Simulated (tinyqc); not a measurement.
From results back to parameters: band folding and unfolding in a supercell of a chain. Two cases, with inputs chosen for the exercise.

Problem. A chain with hopping -t and site energies alternating +V, -V has E = -/+ sqrt(V^2 + 4 t^2 cos^2(ka)); the lower state has weight (1 + 2t cos(ka)/|E|)/2 on k and the rest on k + pi/a. The gap at ka = pi/2 and the full spread at k = 0 come from hidden t and V.

Find: V, t; weight of the lowest state on k = 0.

Method. The gap is 2V and the spread 2 sqrt(V^2 + 4t^2).

Case 1.

values (eV): gap 1.92000, spread at k = 0 6.10953

Solution.

V, t (eV): 0.960  1.450

weight of the lowest state on k = 0 = 0.9747

Case 2.

values (eV): gap 1.84000, spread at k = 0 7.12180

Solution.

V, t (eV): 0.920  1.720

weight of the lowest state on k = 0 = 0.9830

Computed by tinyqc, one run a case: `OMP_NUM_THREADS=1 python tinyqc.py N N+1 out.jsonl` with N = 1480328, 1480374; one thread of a shared Intel(R) Xeon(R) Processor @ 2.30GHz, about 0.01 s a run at most.
